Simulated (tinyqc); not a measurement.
Precursor delivery by bubblers, mass-transport growth and the solid composition of a III-V alloy: one step, computed by the program tinyqc. Command: `OMP_NUM_THREADS=1 python tinyqc.py 3027339 3027340 out.jsonl movpe_thermo walk`. One thread of a shared host (Intel(R) Xeon(R) Processor @ 2.30GHz), about 0.01 s of CPU time with the checks.

1 sccm = 44.615 micromol/min; 1 torr = 133.322 Pa. The sources decompose fully at the surface.

Problem. Partial pressures in the reactor. p_i = p n_i/(44615 F_t), F_t in slm; p_V = p F_V/(1000 F_t), counted per molecule supplied; V/III = 44.615 F_V/(n1 + n2); vapour fraction of source 2 = n2/(n1 + n2).

Inputs (values chosen for the exercise, modelled on trimethylgallium (source 1) and trimethylindium (source 2) for the vapour pressures):
```
quantity             value  unit
bath temperature T1    268     K
bath temperature T2    305     K
total flow F_t          25   slm
group-V flow F_V       340  sccm
reactor pressure p      40  torr
```

molar flow 1 = 23.05404 micromol/min

molar flow 2 = 7.387889 micromol/min

Give: p_1; p_2; p_V; V/III ratio; vapour fraction of source 2.

Solution.

p_1 = 8.268e-04 torr

p_2 = 2.649e-04 torr

p_V = 0.544 torr

V/III ratio = 498.3

vapour fraction of source 2 = 0.2427
